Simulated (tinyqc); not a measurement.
# Convergence with the mesh in the empty well

In an empty well of width L and depth Vb, level k solves kw L/2 = (k - 1) pi/2 + arctan(sqrt((mw/mb)(Vb - E)/E)) with kw = sqrt(mw E/C), C = hbar^2/(2 m0). Mesh: N intervals across the well, hz = L/N, nodes at (i + 1/2) hz from an edge, mass (mw + mb)/2 on the interval that holds an interface, walls 3 L outside the edges; H_ii = C (1/m_(i-1/2) + 1/m_(i+1/2))/hz^2 + V_i, H_(i,i+1) = -C/(m_(i+1/2) hz^2). No field, no charge.

Inputs (values chosen for the exercise); material values close to those of GaAs in AlGaAs: mass along z in the well mw = 0.0688 m0; mass along z in the barriers mb = 0.0897 m0; barrier height Vb = 0.247 eV; well width L = 6.3 nm.

Constants: q = 1.602176634e-19 C, hbar = 1.054571817e-34 J s, m0 = 9.1093837015e-31 kg, hbar^2/(2 m0) = 0.0380998212 eV nm^2. Results are converted to the units shown.

The same in every row: exact E1 (meV) = 57.09.

Convergence with the mesh in the empty well:
```
N    E1 on the mesh (meV)  error (%)
4                   51.53      -9.74
8                   55.58      -2.66
16                  56.70     -0.680
32                  57.00     -0.171
64                  57.07    -0.0428
128                 57.09    -0.0107
```

The error goes from -9.7 % to -0.011 %; between N = 32 and 64 it shrinks by a factor of 4.0, the 4 of a second-order scheme.

Program tinyqc, `OMP_NUM_THREADS=1 python tinyqc.py 2140063 2140064 out.jsonl`; Intel Xeon 2.30GHz, shared host, one thread, about 0.2 s.
